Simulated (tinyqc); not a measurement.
Froehlich polaron in a polar crystal: one step, computed by the program tinyqc.

One electron in a parabolic band of mass m*, coupled to dispersionless LO phonons in the continuum model. Energies are in units of hbar omega unless marked, wave numbers in k_0 = sqrt(2 m* omega/hbar).

Question. Coupling constant and length scale. 1/eps* = 1/eps_inf - 1/eps_s; k_0 = sqrt(2 m* omega/hbar) = sqrt(m* hbar omega / (hbar^2/(2 m_0))) with m* in m_0; alpha = (e^2/(4 pi eps_0)) k_0/(2 eps* hbar omega); polaron length 1/k_0.

Inputs (values chosen for the exercise, for a model crystal):
```
quantity                           value  unit
band mass m*                      0.0529   m_0
LO phonon energy hbar omega         40.4   meV
eps_inf                             5.48     -
static dielectric constant eps_s    17.3     -
```

Constants: hbar^2/(2 m_0) = 3.80998212 eV angstrom^2; e^2/(4 pi eps_0) = 14.39964548 eV angstrom.

Give: eps*; k_0; coupling constant alpha; polaron length 1/k_0.

Answer.

eps* = 8.0206

k_0 = 0.023684 1/angstrom

coupling constant alpha = 0.52625

polaron length 1/k_0 = 42.222 angstrom

Weak coupling: perturbation theory should serve.
